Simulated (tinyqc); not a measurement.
# Worked calculation: band bending at a free surface with one surface level, surface photovoltage and Kelvin probe

Numbers from tinyqc (`OMP_NUM_THREADS=1 python tinyqc.py 2430149 2430150 out.jsonl`; about 0.01 s on one thread of a shared Intel Xeon 2.30GHz). Printed values are rounded.

n-type bulk, xi = Ec - EF = Vt ln(Nc/Nd), p0 = ni^2/Nd, ni = sqrt(Nc Nv) exp(-Eg/(2 Vt)), Eg in volts. b is the upward band bending, u = b/Vt. Space charge per area, in units of q: Qc = sign(b) sqrt((2 eps0 eps_r Vt/q) [(Nd + dn)(exp(-u) - 1) + Nd u + (p0 + dn)(exp(u) - 1)]), with dn the excess density under light (flat quasi-Fermi levels; 0 in the dark). The level holds -Ns f, f = 1/(1 + exp((xi + b - Es)/Vt)). Neutrality: Qc + Qf + (charge of the states) = 0.

Inputs (values chosen for the exercise); band and dielectric values close to those of gallium nitride: temperature T = 350 K; band gap Eg = 3.42 eV; relative permittivity eps_r = 9.57; conduction-band density of states at T Nc = 2.89e18 cm^-3; valence-band density of states at T Nv = 5.8e19 cm^-3; electron affinity chi = 4.03 eV; donor density Nd = 6.4e15 cm^-3; fixed positive charge at the surface Qf = 0 cm^-2; work function of the probe tip pt = 5.08 eV; density of an acceptor-like surface level Ns = 1.5e12 cm^-2; its depth below the conduction edge Es = 0.76 eV; excess carrier density under light dn = 7.7e9 cm^-3.

Constants: q = 1.602176634e-19 C, kB = 1.380649e-23 J/K, Vt = kB T/q, eps0 = 8.8541878128e-14 F/cm where lengths are in cm. Results are converted to the units shown.

## Bulk quantities

xi, ni, p0, the Debye length sqrt(eps0 eps_r Vt/(q Nd)) and the flat-band work function chi + xi.

xi = 0.184364 eV
ni = 3.08494e-6 cm^-3
p0 = 1.48701e-27 cm^-3
Debye length = 49.9236 nm
chi + xi = 4.21436 eV

## Charges against band bending

b, point 0 to 6 (V): [0.19, 0.316, 0.442, 0.569, 0.695, 0.821, 0.948]

Evaluate Qc, the surface charge Qf - Ns f and their sum in the dark; the root lies where the sum changes sign.

Qc, point 0 to 6 (cm^-2): [1.04039e11, 1.39105e11, 1.66972e11, 1.90990e11, 2.12148e11, 2.31379e11, 2.49266e11]
surface charge, point 0 to 6 (cm^-2): [-1.50000e12, -1.49973e12, -1.48235e12, -8.32183e11, -2.81262e10, -4.39425e8, -6.52065e6]
sum, point 0 to 6 (cm^-2): [-1.39596e12, -1.36062e12, -1.31538e12, -6.41193e11, 1.84022e11, 2.30940e11, 2.49260e11]

The sum rises steadily with b, so there is one root; bisection gives b = 0.63178 V.

## Work function and Kelvin-probe reading

converged b = 0.631778 V

Work function chi + xi + b; contact potential difference CPD = (work function of the sample) - pt. Depth of EF below Ec at the surface: xi + b. Depletion width Qc/Nd.

xi + b = 0.816141 eV
Qc = 2.01809e11 cm^-2
Qc/Nd = 315.326 nm
work function = 4.84614 eV
CPD = -233.859 mV

The level is 13.5 % filled: the Fermi level is pinned at it.

## Surface photovoltage

Under chopped light the surface charge keeps its dark value, so b falls to bL with Qc(bL, dn) = Qc(b, 0); the photovoltage is b - bL. Qc rises with b, so bL follows by bisection.

bL = 0.463039 V
photovoltage = 168.739 mV
share of b removed = 26.7086 %
excess holes at the surface, dn exp(bL/Vt) = 3.58059e16 cm^-3
